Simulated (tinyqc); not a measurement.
Thermal and gravitational stress in a wafer during furnace and rapid thermal processing, and the onset of slip. From one set of inputs to another, one input at a time. Computed by tinyqc, a small Python program. Command: `OMP_NUM_THREADS=1 python tinyqc.py 3021273 3021274 out.jsonl slip ladder`. One thread of a shared host (Intel(R) Xeon(R) Processor @ 2.30GHz), about 0.02 s of CPU time with the checks.

A thin free disc in plane stress, isotropic; T(r) = T_centre + dT (r/R)^n. Stress is positive in tension; sigma_SB = 5.670374419e-8 W/(m^2 K^4), g = 9.80665 m/s^2.

The inputs printed are set A. Inputs not listed in the table keep their values of set A, so the rows need not describe a real material.

Inputs (values chosen for the exercise, modelled on silicon):
```
quantity                              value        unit
wafer radius R                          150          mm
thickness t                             775  micrometre
Young's modulus E                       139         GPa
Poisson ratio nu                       0.21           -
expansion alpha                        4.48      1e-6/K
edge less centre temperature dT         -21           K
exponent n of the profile                16           -
temperature T                          1175           K
prefactor A of the critical stress  0.00021         MPa
energy U of the critical stress        1.04          eV
density rho                            2330      kg/m^3
heat capacity c                         912    J/(kg K)
conductivity k                           28     W/(m K)
wafer spacing s                          11          mm
ramp rate                                14       K/min
radius of the support ring over R      0.66           -
```

Temperature profile: edge zone, power law.

Constants: k_B = 8.617333262e-05 eV/K.

Method:
- With x = r/R: s_rr = alpha E dT (1 - x^n)/(n + 2), s_tt = alpha E dT [1 - (n + 1) x^n]/(n + 2).
- Critical resolved stress tau_c = A exp(U/(k_B T)), a form chosen for the exercise; slip when 0.492799 |s_tt(R)| > tau_c; allowed |dT| = tau_c (n + 2)/(0.492799 n alpha E).
- In a stack heated from the rim, heat flows inward by conduction and by radiation between wafers: k_eff = k + (16/3) sigma_SB T^3 s^2/t (a diffusion estimate with the spacing as path length). A steady ramp gives the parabolic lag dT = rho c (ramp) R^2/(4 k_eff); the allowed ramp uses n = 2.
- Own weight q = rho g t on a ring of radius b R, x = r/R: moments of an edge-supported plate, M_r = q R^2 (3 + nu)(1 - x^2)/16 and M_t = q R^2 [(3 + nu) - (1 + 3 nu) x^2]/16, less the uniform moment inside the ring load, q R^2 [(1 - nu)(1 - b^2) - 2 (1 + nu) ln b]/8; stress at the lower face = 6 M/t^2.

Each row keeps all changes above it:
```
input moved                           from    to  hoop stress at the edge (MPa)  allowed ramp rate (K/min)  stress at the centre (MPa)
set A                                    -     -                         11.624                     20.760                    0.076409
conductivity k (W/(m K))                28  23.6                         11.624                     19.886                    0.076409
wafer spacing s (mm)                    11    15                         11.624                     32.953                    0.076409
ramp rate (K/min)                       14   1.5                         11.624                     32.953                    0.076409
expansion alpha (1e-6/K)              4.48   4.3                         11.157                     34.332                    0.076409
edge less centre temperature dT (K)    -21   -12                          6.375                     34.332                    0.076409
energy U of the critical stress (eV)  1.04   1.1                          6.375                     62.095                    0.076409
heat capacity c (J/(kg K))             912   961                          6.375                     58.928                    0.076409
```

Which inputs carry the difference?

Hoop stress at the edge goes from 11.6 to 6.38, a factor 0.548 in all. The largest single move comes from edge less centre temperature dT (a factor 0.571). Allowed ramp rate goes from 20.8 to 58.9, a factor 2.84 in all. The largest single move comes from energy U of the critical stress (a factor 1.81). The single moves hold for this order of the switches; the total does not depend on the order.

Extremes, crossings and ranges named in words are read from the listed rows.
